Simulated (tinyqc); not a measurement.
Koster-Slater impurity in an sp3s* host, step by step. Values are carried at full precision from step to step, so a last printed digit may differ when a step is redone from the rounded ones.

sp3s* tight binding, nearest neighbours only: anion (a) at 0, cation (c) at a/4 (1,1,1), orbitals s, px, py, pz, s* on each; k in units of 2 pi/a. With phases e_j = exp(i (pi/2) k.n_j) for n = (1,1,1), (1,-1,-1), (-1,1,-1), (-1,-1,1): g0 = (e1+e2+e3+e4)/4, g1 = (e1+e2-e3-e4)/4, g2 = (e1-e2+e3-e4)/4, g3 = (e1-e2-e3+e4)/4. The diagonal holds the levels Esa, Epa, Exa (s*) and Esc, Epc, Exc. Anion-cation block: <sa|sc> = Vss g0; <sa|xc> = Vsapc g1; <xa|sc> = -Vscpa g1; <xa|xc> = Vxx g0; <xa|yc> = <ya|xc> = Vxy g3, <xa|zc> = <za|xc> = Vxy g2, <ya|zc> = <za|yc> = Vxy g1; <s*a|xc> = Vxapc g1; <xa|s*c> = -Vpaxc g1; y and z take g2 and g3 in place of g1; s-s* and s*-s* vanish.

Values chosen for the exercise (out of a larger set: near a published set for GaAs; not measured data):
- p = (-8.373, 1.04, -2.666, 3.658, 8.609, 6.712, -6.431, 1.949, 5.07, 4.486, 5.775, 4.858, 4.794) eV (order Esa, Epa, Esc, Epc, Exa, Exc, Vss, Vxx, Vxy, Vsapc, Vscpa, Vxapc, Vpaxc)
- N = 6 (mesh)
- V = 10.5 eV (shift of the p levels)

## The gap of the host

Gaps from the top of the valence band to Gamma, to the minimum on (x,0,0) from 0.5 to 1, and to L; the smallest is Eg.

top of the valence band on the scale of the parameters = 0.0012 eV

gaps (eV): Gamma 1.5149, Delta 2.0145, L 1.6719

Eg (smallest gap of the host) = 1.5149 eV

## Where the weight lies

A defect on an anion site (a) shifts the s level there by Vs or the three p levels by Vp and leaves the rest. A level in the gap solves 1/Vs = G_s(E) (symmetry A1) or 1/Vp = G_p(E) (T2, threefold), with G(E) = (1/N^3) sum over k and bands of w/(E - e), where w is the weight of the state on the s orbital of that site, or the mean weight on its px, py, pz. Mesh: k = f1 (-1,1,1) + f2 (1,-1,1) + f3 (1,1,-1), f = (j + 1/2)/N, j = 0 to N - 1. Energies from the top of the valence band at Gamma; the s* orbital of the site is left as it is. An infinite shift removes the s or p orbitals, the model of the ideal vacancy: G(E) = 0.

For each band: mean energy over the mesh and summed weights; each column of weights adds to one.

Bands:
```
band  mean energy (eV)  s weight  p weight
1              -10.877    0.7664    0.0059
2               -6.140    0.0845    0.1352
3               -2.276    0.0040    0.2127
4               -1.805    0.0013    0.2199
5                2.159    0.1152    0.0335
6                3.005    0.0165    0.0661
7                6.502    0.0001    0.1118
8                6.924    0.0002    0.1141
9                9.454    0.0019    0.0871
10              11.417    0.0099    0.0138
```

The filled bands hold 0.856 of the s orbital and 0.574 of each p orbital of the anion. Filled states add positive terms to G in the gap and empty ones negative terms.

## Green functions across the gap

G at nine energies E = Eg j/8.

G(E) (1/eV):
```
E (eV)       G_s       G_p
0.0000   0.02938   0.23904
0.1894   0.02140   0.17629
0.3787   0.01239   0.14080
0.5681   0.00184   0.11308
0.7575  -0.01101   0.08894
0.9468  -0.02741   0.06630
1.1362  -0.04962   0.04348
1.3256  -0.08248   0.01841
1.5149  -0.13909  -0.01302
```

Both fall with E, as dG/dE = -sum w/(E - e)^2 demands. G_s changes sign, so the vacancy has a level of this symmetry in the gap. G_p changes sign, so the vacancy has a level of this symmetry in the gap.

## A first estimate from the table

A defect that shifts the p level of its anion site by V has a level where the host Green function G_p(E) equals 1/V; E is counted from the top of the valence band. Find it by linear interpolation between the two rows that bracket it.

1/V = 0.09524 1/eV
estimated level = 0.708 eV

## The level and its weight on the defect

Solve by bisection with the full sum. The weight of the bound state on the shifted orbital is G^2/(-G'), which is also dE/dV.

level = 0.7064 eV
G'(E) = -0.12444 1/eV^2
weight on the defect orbital = 0.0729

The level lies 0.706 eV above the valence band and 0.809 eV below the conduction band. Only 7.3 % of it sits on the shifted orbital, the rest on other orbitals, so a shift of 1 eV moves the level by about 73 meV.

## Checks

- Sum of the s weights over all bands against one: both 1.00000.
- First moment of the s weights against the s level of the site, on the scale of the parameters: both -8.37300.

(tinyqc, `OMP_NUM_THREADS=1 python tinyqc.py 1451910 1451911 out.jsonl`, Intel(R) Xeon(R) Processor @ 2.30GHz, 1 thread, shared host, about 0.04 s.)
